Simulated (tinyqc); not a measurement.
Valley-orbit splitting of a donor ground state, with strain: one step, computed by the program tinyqc. Command: `OMP_NUM_THREADS=1 python tinyqc.py 3009545 3009546 out.jsonl valleyorbit walk`. One thread of a shared host (Intel(R) Xeon(R) Processor @ 2.30GHz), about 0.01 s of CPU time with the checks.

The basis is the 1s envelope in each valley; energies are counted from the unstrained conduction-band edge. The strain is e_s (a a^T - 1/3) for the unit stress axis a, so valley j along n_j moves by Xi_u e_s w_j with w_j = (n_j.a)^2 - 1/3: +1/6 for x and y, -1/3 for z. The splitting at the zone boundary that a [110] shear adds for <100> valleys is left out.

Task: Levels and ground state under strain. Diagonalise H; the ground vector has positive components. The density at the nucleus, and so the contact hyperfine coupling, scales as (sum_j c_j)^2/(number of valleys), which is 1 without strain; the envelopes are held fixed.

Valleys: six along <100>. Stress axis: [110].

H (meV), lower triangle (symmetric):
```
           +x         -x         +y         -y         +z         -z
+x  -32.09415
-x   -2.73000  -32.09415
+y   -4.00000   -4.00000  -32.09415
-y   -4.00000   -4.00000   -2.73000  -32.09415
+z   -4.00000   -4.00000   -4.00000   -4.00000  -30.92370
-z   -4.00000   -4.00000   -4.00000   -4.00000   -2.73000  -30.92370
```

Give: levels; valley amplitudes of the ground state; hyperfine ratio A/A_0.

Result:

levels (meV): -50.446  -29.364  -29.364  -28.194  -26.824  -26.031

valley amplitudes of the ground state: +x 0.41467, -x 0.41467, +y 0.41467, -y 0.41467, +z 0.39509, -z 0.39509

hyperfine ratio A/A_0 = 0.99949
